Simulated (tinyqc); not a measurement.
Which single mass stands for the valley: donor in an ellipsoidal valley (Kohn-Luttinger variational method). Computed by tinyqc, a small Python program. Command: `OMP_NUM_THREADS=1 python tinyqc.py 3026126 3026127 out.jsonl kohnlutt walk`. One thread of a shared host (Intel(R) Xeon(R) Processor @ 2.30GHz), about 0.03 s of CPU time with the checks.

H = -(d^2/dx^2 + d^2/dy^2) - gamma d^2/dz^2 - 2/r in units built on m_t, with gamma = m_t/m_l and z along the valley axis. One valley; no valley-orbit or central-cell term.

Inputs (values chosen for the exercise, modelled on GaP): transverse mass m_t = 0.255 m_0; longitudinal mass m_l = 1.21 m_0; dielectric constant eps = 11.3.

Constants: Ry = 13.605693123 eV; a_0 = 0.529177210903 angstrom.

Method:
- Ry* = Ry m_t/eps^2, a* = a_0 eps/m_t, gamma = m_t/m_l.
- Trial function exp(-sqrt((x^2 + y^2)/a^2 + z^2/b^2)) with beta = b/a < 1: E = t/a^2 - u/a, t = (2 + gamma/beta^2)/3, u = 2 arcsin(sqrt(1 - beta^2))/sqrt(1 - beta^2); the best a is 2 t/u and E(beta) = -u^2/(4 t).
- Golden-section search on beta from 0.05 to 0.999, 60 steps.
- Gaussian basis: g = P exp(-al (x^2 + y^2) - be z^2) with P = 1 (s-like), z (2p0) or x (2p+-); al = 0.004 x 2.6^k, k = 0..11, and be/al = 1, gamma^(-1/2) or 1/gamma (36 functions); 1/r = (2/sqrt(pi)) int exp(-t^2 r^2) dt by 48 Gauss-Legendre points after t = sqrt(al_i + al_j) tan(theta); overlap eigenvalues below 1e-10 are dropped.
- A hydrogenic level is Ry m/eps^2 for one mass m; errors are against the Gaussian basis.

gamma = 0.210744

1s binding energy, Gaussian basis = 42.4482 meV

1s binding energy, trial function = 42.3923 meV

1s binding energy:
```
rule                                      mass (m_0)  binding (meV)  error (%)
transverse mass                               0.2550          27.17     -35.99
conductivity mass 3/(2/m_t + 1/m_l)           0.3460          36.87     -13.14
density-of-states mass (m_t^2 m_l)^(1/3)      0.4285          45.66       7.56
longitudinal mass                             1.2100         128.93     203.73
trial function with a and b                        -          42.39      -0.13
mass that fits 1s                             0.3984          42.45       0.00
```

What does the comparison show, and why?

The conductivity mass, which is what a spherical trial function (a = b) gives, falls short by 13.1 %, as a restricted variational bound must; the density-of-states mass is off by +7.6 %. The mass that fits lies between the two.

Extremes, crossings and ranges named in words are read from the listed rows.
